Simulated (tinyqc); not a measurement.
What moves the results: buckled dimers of a reconstructed (001) surface, two dangling bonds a dimer. A value that a table varies takes the place of the one given here.

In a dimer one atom moves up by z and the other down by z; the dangling bond of the up atom (more s-like) falls by gm z and that of the down atom rises by gm z. With all dimers tilted alike: H(k) = [[-gm z - 2 ta cos k, -tp - 2 tx cos k], [., gm z - 2 ta cos k]], k along the row in 1/a. Two electrons a dimer fill the lowest N of the 2N levels on the mesh k_j = (j + 1/2) pi/N. Total energy a dimer: W(z) = (2/N) sum of the filled levels + kf z^2. Repulsion between electrons is left out.

Parameters, chosen for this exercise (of the size met on Si(001); shifted at random, so the results belong to these values and not to a real crystal):
- tp = 0.17 eV (pi coupling inside a dimer)
- ta = 0.08 eV (coupling between like atoms along the row)
- tx = 0.07 eV (diagonal coupling along the row)
- gm = 2.32 eV/angstrom (shift of a dangling bond with height)
- kf = 11.7 eV/angstrom^2 (force constant of buckling)
- N = 12 (k points)

## Energy against buckling

W relative to z = 0; gap as lowest upper less highest lower level on 201 points from 0 to pi.

Per dimer (eV):
```
z (angstrom)  band energy  elastic        W     gap
0.00               0.0000   0.0000   0.0000  0.0200
0.05              -0.0901   0.0293  -0.0608  0.1308
0.10              -0.2580   0.1170  -0.1410  0.3011
0.15              -0.4550   0.2632  -0.1917  0.4953
0.20              -0.6657   0.4680  -0.1977  0.7030
0.30              -1.1058   1.0530  -0.0528  1.1386
0.40              -1.5569   1.8720   0.3151  1.5869
0.50              -2.0129   2.9250   0.9121  2.0411
0.60              -2.4716   4.2120   1.7404  2.4984
```

How do the results move?

W is lowest at z = 0.2 among these rows (-0.1977 eV). The band energy falls as z^2 at first and linearly, as -2 gm z, once gm z is far above tp, so the elastic term always wins at large z. The gap is open at all z.

## Strong pi bonds keep dimers flat

tp is varied; z minimises W on 0 to 1 angstrom; gap on 201 points; charge moved: the mean of gm z/sqrt((gm z)^2 + h^2) over the mesh, h the off-diagonal element.

Against tp:
```
tp (eV)  z (angstrom)  gain (eV)  gap (eV)  charge moved (e)
0.10           0.1895     0.2575    0.6224             0.956
0.20           0.1763     0.1643    0.6251             0.889
0.30           0.1516     0.0682    0.6295             0.764
0.45           0.0684     0.0020    0.6393             0.345
0.60           0.0000     0.0000    0.8800             0.000
0.80           0.0000     0.0000    1.2800             0.000
1.00           0.0000     0.0000    1.6800             0.000
1.30           0.0000     0.0000    2.2800             0.000
1.60           0.0000     0.0000    2.8800             0.000
```

What can be read from the table?

Dimers buckle for tp up to 0.45 eV among these rows; for an isolated dimer the limit is gm^2/kf = 0.460 eV. While buckled, the splitting, on average over k, stays near 2 gm^2/kf = 0.920 eV whatever tp is, and beyond the limit it follows 2 tp; the gap is smaller by the width of the bands, about 4 ta = 0.32 eV.

## Tilting alike or in alternation

Alternation doubles the cell: sites L1, R1, L2, R2 with levels -gm z, +gm z, +gm z, -gm z, -tp inside a dimer, -2 ta cos k between L1-L2 and R1-R2, -2 tx cos k between L1-R2 and R1-L2, on k_j = (j + 1/2) pi/(2N); the lowest half of the levels is filled. Energies a dimer; gaps on these meshes.

Two patterns:
```
z (angstrom)  W alike (eV)  W alternating (eV)  difference (meV)  gap alike (eV)  gap alternating (eV)
0.05               -0.4008             -0.4078              -7.0          0.1327                0.1817
0.10               -0.4810             -0.4882              -7.2          0.3031                0.3559
0.15               -0.5317             -0.5380              -6.2          0.4974                0.5481
0.20               -0.5377             -0.5430              -5.3          0.7051                0.7539
0.30               -0.3928             -0.3967              -3.9          1.1409                1.1868
0.40               -0.0249             -0.0280              -3.1          1.5893                1.6335
0.50                0.5721              0.5696              -2.5          2.0436                2.0866
```

How do the results move?

The lowest W listed is -0.5377 eV for like tilts and -0.5430 eV for alternation; the difference at equal z runs from -7.2 to -2.5 meV. With alternation ta joins filled up atoms to empty down atoms and gains energy in second order, about 2 ta^2/(gm z) a dimer at large z, while tx does so for like tilts; here ta = 0.08 and tx = 0.07 eV. At z = 0.3 the gap is 1.141 eV alike and 1.187 eV alternating.

## What each parameter does

z minimises W on 0 to 1 angstrom; gain over flat dimers; gap on 201 points from 0 to pi. Each row changes one parameter from the base and keeps the others.

Results:
```
case                      z (angstrom)  gain (eV)  gap (eV)
base                            0.1813     0.2012    0.6241
tp = 0.145 eV                   0.1848     0.2294    0.6234
ta = 0.11 eV                    0.1813     0.1726    0.5041
tx = 0.1 eV                     0.1781     0.2059    0.6488
gm = 2.506 eV/angstrom          0.2005     0.2670    0.7735
kf = 10.53 eV/angstrom^2        0.2048     0.2447    0.7235
```

What can be read from the table?

The largest shifts from the base row, up to three for each result and ties (the steps differ in size, so this ranks the rows, not the parameters). z (angstrom): kf +0.0235, gm +0.0192, tp +0.0035; unchanged at the printed digits by ta. gain (eV): gm +0.0658, kf +0.0435, ta -0.0286. gap (eV): gm +0.1494, ta -0.1200, kf +0.0994.

Run: tinyqc, `OMP_NUM_THREADS=1 python tinyqc.py 1481270 1481271 out.jsonl`; Intel(R) Xeon(R) Processor @ 2.30GHz, one thread, shared host; about 0.06 s of CPU time with all checks.
